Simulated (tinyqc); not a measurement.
# MOSFET in the linear regime without short-channel effects, parameter extraction from computed curves: extraction methods against the source plus drain resistance

Inversion charge Q = Cox n Vt W0(exp((Vg - VT)/(n Vt))), W0 the Lambert function and n = nf; u = Q/Cox; mobility mu = mu0/(1 + th1 u + th2 u^2); channel resistance Rch = (L - dL)/(W mu Q); Id = Vd/(Rch + Rsd/W). Cox = eps0 eox/tox. Small Vd, no channel-length or drain effects.

From the continuous curve Id(Vg): tangent at peak gm (V_ext = Vg - Id/gm); constant current Id = 0.1 uA W/L; peak of d2Id/dVg2; Y = Id/sqrt(gm) drawn through Vg = VT + 0.6 and VT + 0.8 V, with intercept VT_Y and slope s. Mobilities gm,max L/(W Cox Vd) and s^2 L/(W Cox Vd) with the drawn L. Last column: share of Rsd/W in the total resistance at VT + 0.8 V.

Values chosen for this exercise; channel values of the order met in silicon transistors:

| symbol | value | unit | meaning |
|---|---|---|---|
| T | 400 | K | temperature |
| eox | 22.6 |  | relative permittivity of the gate insulator (close to hafnium oxide) |
| tox | 11 | nm | insulator thickness |
| mu0 | 130 | cm^2/(V s) | low-field mobility |
| th1 | 0.12 | 1/V | first mobility attenuation factor |
| th2 | 0 | 1/V^2 | second mobility attenuation factor |
| VT | 0.64 | V | threshold voltage |
| nf | 1.35 |  | body factor |
| W | 1 | um | gate width |
| L | 0.054 | um | drawn gate length |
| dL | 0.008 | um | drawn less effective length |
| Vd | 0.02 | V | drain voltage |

Constants: q = 1.602176634e-19 C, kB = 1.380649e-23 J/K, Vt = kB T/q, eps0 = 8.8541878128e-14 F/cm where lengths are in cm. Results are converted to the units shown.

Results:

| Rsd (ohm um) | V_ext (V) | constant current (V) | second derivative (V) | VT_Y (V) | mobility from gm (cm^2/(V s)) | mobility from Y (cm^2/(V s)) | series share (%) |
|---|---|---|---|---|---|---|---|
| 0 | 0.672 | 0.614 | 0.629 | 0.686 | 125 | 131 | 0 |
| 100 | 0.631 | 0.615 | 0.623 | 0.686 | 97.7 | 131 | 24.3 |
| 200 | 0.615 | 0.615 | 0.618 | 0.686 | 85.1 | 131 | 39.1 |
| 400 | 0.597 | 0.616 | 0.610 | 0.686 | 70.4 | 131 | 56.2 |
| 800 | 0.578 | 0.619 | 0.598 | 0.686 | 54.7 | 131 | 72.0 |
| 1500 | 0.560 | 0.624 | 0.584 | 0.686 | 41.0 | 131 | 82.8 |

Estimate the missing row, Rsd = 50 ohm um.

Computed row:

| Rsd (ohm um) | V_ext (V) | constant current (V) | second derivative (V) | VT_Y (V) | mobility from gm (cm^2/(V s)) | mobility from Y (cm^2/(V s)) | series share (%) |
|---|---|---|---|---|---|---|---|
| 50 | 0.644 | 0.614 | 0.626 | 0.686 | 107 | 131 | 13.8 |

With this row back in the table: The model has VT = 0.64 V and mu0 = 130 cm^2/(V s). Over the table the extracted thresholds move by 110 mV (tangent), 9.9 mV (constant current), 46 mV (second derivative), under 0.5 mV (Y function). The mobility from gm falls from 125 to 41.0 and that from Y stays near 131 cm^2/(V s). Y cancels the series resistance, which multiplies Id and sqrt(gm) by the same factor.

tinyqc, about 0.01 s, one thread, Intel Xeon 2.30GHz (shared host): `OMP_NUM_THREADS=1 python tinyqc.py 2210058 2210059 out.jsonl`
